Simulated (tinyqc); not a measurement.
Well width for a wanted wavelength.

Question. The layer is x parts of the first compound and 1 - x of the second, grown coherently on the third as substrate and barrier. Rows of the table: lattice constant a, average valence level Ea on an absolute scale, spin-orbit splitting so, gaps at Gamma, X and L, hydrostatic deformation potentials av and ac (Gamma), shear potential b, elastic constants, electron and heavy-hole (along z) masses. All are interpolated linearly in x; gaps get -C x (1 - x), taken wholly in the conduction band; real line-ups can differ from this model by 0.1 eV or more. In-plane strain e = (a_substrate - a)/a, e_z = -2 (c12/c11) e, volume change 2 e + e_z. With v = 2 e + e_z and d = 2 b (e_z - e): Eav = Ea + av v; E_hh = Eav + so/3 - d/2; E_lh = Eav - so/6 + d/4 + sqrt(so^2 + so d + 9 d^2/4)/2; E_c = Ea + so/3 + EG + ac v (Gamma). Substrate: E_v = Ea + so/3, E_c = E_v + EG. Well depths: dEc = E_c(substrate) - E_c, dEhh = E_hh - E_v(substrate), dElh likewise; strained Gamma gap E_c - max(E_hh, E_lh); positive values confine carriers in the layer. Lowest level of a finite well of width Lw and depth V: kw Lw/2 = arctan(sqrt((mw/mb)(V - E)/E)), kw = sqrt(mw E/C), C = hbar^2/(2 m0), for electrons (dEc) and heavy holes (dEhh), mb from the substrate; transition E_c - E_hh + both levels, without exciton binding; wavelength h c/E. Find Lw and the two levels.

Parameters, values chosen for the exercise:
```
symbol  value  unit                                      meaning
x        0.39        fraction of the first compound in the layer
CG       1.43    eV                      bowing of the Gamma gap
CX        1.2    eV                          bowing of the X gap
CL        1.2    eV                          bowing of the L gap
```

Constants: q = 1.602176634e-19 C, hbar = 1.054571817e-34 J s, h = 6.62607015e-34 J s, m0 = 9.1093837015e-31 kg, c = 299792458 m/s, hbar^2/(2 m0) = 0.0380998212 eV nm^2. Results are converted to the units shown.

Binary compounds, values chosen for the exercise:

|  | close to GaSb | close to GaAs | close to InP |
|---|---|---|---|
| a (angstrom) | 6.096 | 5.653 | 5.869 |
| Ea (eV) | -6.25 | -6.92 | -7.04 |
| so (eV) | 0.753 | 0.344 | 0.111 |
| EG (eV) | 0.731 | 1.43 | 1.35 |
| EX (eV) | 1.04 | 1.91 | 2.18 |
| EL (eV) | 0.821 | 1.73 | 1.93 |
| av (eV) | 0.798 | 1.16 | 1.28 |
| ac (eV) | -6.77 | -7.15 | -4.99 |
| b (eV) | -1.99 | -1.71 | -1.68 |
| c11 (GPa) | 89.1 | 120 | 101 |
| c12 (GPa) | 40.5 | 54.4 | 55.3 |
| me (m0) | 0.0385 | 0.0678 | 0.0789 |
| mh (m0) | 0.246 | 0.351 | 0.525 |

wavelength = 1503.6254 nm

Answer. Both levels fall steadily as the well widens, so the wavelength rises steadily and one width matches.

Lw = 7.500 nm
electron level = 30.97 meV
heavy-hole level = 15.68 meV

Numbers from tinyqc (`OMP_NUM_THREADS=1 python tinyqc.py 2690040 2690041 out.jsonl`; about 0.01 s on one thread of a shared Intel Xeon 2.30GHz).
